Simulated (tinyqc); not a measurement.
Worked calculation: UHF in the 6-31g basis, for H4, spin multiplicity 3. This run ends on a higher stationary point, not on the lowest solution. Computed by tinyqc, a small Python program that keeps every step (integrals from PySCF). Settings: charge = 0, multiplicity = 3, basis = 6-31g, energy threshold = 1e-10, iteration cap = 55, orthogonalisation = symmetric, start = Wolfsberg-Helmholz matrix, DIIS depth = 0, method = UHF. Command: `OMP_NUM_THREADS=1 python tinyqc.py 28635 28636 out.jsonl` (the two numbers bound the seeds that draw the settings). One thread of a shared host (Intel(R) Xeon(R) Processor @ 2.60GHz), about 0.1 s of CPU time with the checks.

Geometry (angstrom):

| atom | x | y | z |
|---|---|---|---|
| H | 0.00000 | 0.00000 | 0.00000 |
| H | 0.00000 | 0.00000 | 1.41800 |
| H | 0.00000 | 0.00000 | 2.79600 |
| H | 0.00000 | 0.00000 | 4.21400 |

Stop when the energy changes by less than 1e-10 hartree and every element of the error matrix X^T (F D S - S D F) X (for each spin) is below 3e-06.

Course of the cycle:

| iteration | E (hartree) | change | largest element of the error matrix |
|---|---|---|---|
| 1 | -1.8197102 | - | 1.67e-01 |
| 2 | -1.9887753 | -1.69e-01 | 3.49e-02 |
| 3 | -1.9996579 | -1.09e-02 | 9.57e-03 |
| 4 | -2.0019346 | -2.28e-03 | 3.53e-03 |
| 5 | -2.0025494 | -6.15e-04 | 1.72e-03 |
| 6 | -2.0027188 | -1.69e-04 | 9.80e-04 |
| 7 | -2.0027651 | -4.63e-05 | 5.57e-04 |
| 8 | -2.0027776 | -1.26e-05 | 3.05e-04 |
| 9 | -2.0027810 | -3.39e-06 | 1.63e-04 |
| 10 | -2.0027819 | -9.13e-07 | 8.61e-05 |
| 11 | -2.0027822 | -2.46e-07 | 4.52e-05 |
| 12 | -2.0027822 | -6.60e-08 | 2.36e-05 |
| 13 | -2.0027823 | -1.77e-08 | 1.23e-05 |
| 14 | -2.0027823 | -4.75e-09 | 6.38e-06 |
| 15 | -2.0027823 | -1.28e-09 | 3.31e-06 |
| 16 | -2.0027823 | -3.42e-10 | 1.72e-06 |
| 17 | -2.0027823 | -9.19e-11 | 8.90e-07 |

Can the last value be used, and what does the course show?

No, though the log alone does not show it. Converged in 17 iterations. But the solution lies 0.00525 hartree above the reference: it is another stationary point, not the lowest one. Reruns (cap 100 unless said): DIIS 8: converged in 9 to a higher stationary point; damping 0.5: converged in 39 to a higher stationary point; level shift 0.5: converged in 32 to a higher stationary point; atomic densities as start, DIIS 8: converged in 10 to a higher stationary point. PySCF UHF in the same basis, after a stability check = -2.0080301 hartree.
